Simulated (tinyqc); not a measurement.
Width from the threshold shift.

Problem. Undoped body with a flat potential across it, hard walls, transport along x. One isotropic valley (g = 1, mx = my = mz = me). Non-parabolicity enters the subband edges through E (1 + al E) = gamma, so E = 2 gamma/(1 + sqrt(1 + 4 al gamma)); motion within a subband is taken as parabolic with the band-edge mass. Energies are counted from the bulk band edge. gamma = C pi^2 [a^2/(my (t + dl)^2) + b^2/(mz (H + dl)^2)], C = hbar^2/(2 m0). Each subband has N_k = g sqrt(2 mx m0 kB T/(pi hbar^2)); without degeneracy n = exp(EF/Vt) sum N_k exp(-E_k/Vt). Classical value Nc times t H, Nc = sum over valleys of 2 g (m m0 kB T/(2 pi hbar^2))^1.5 with m = (mx my mz)^(1/3). Threshold shift dVT = Vt ln(classical value/sum N_k exp(-E_k/Vt)). Find t and the lowest subband edge.

Inputs (values chosen for the exercise); masses close to those of InAs: temperature T = 200 K; mass at the band edge me = 0.0231 m0; non-parabolicity al = 2.9 1/eV; widening of the box by penetration into the insulator dl = 0 nm; height (along z) H = 9.3 nm.

Constants: q = 1.602176634e-19 C, kB = 1.380649e-23 J/K, hbar = 1.054571817e-34 J s, m0 = 9.1093837015e-31 kg, Vt = kB T/q, hbar^2/(2 m0) = 0.0380998212 eV nm^2. Results are converted to the units shown.

dVT = 265.79554 mV

Solution. dVT is evaluated for trial values of t with all subbands; between 1.5 and 25 nm one value matches.

t = 6.20 nm
E_1 = 318 meV

Computed by the program tinyqc: `OMP_NUM_THREADS=1 python tinyqc.py 2350151 2350152 out.jsonl`, one thread of a shared Intel Xeon 2.30GHz, about 0.1 s for the whole run.
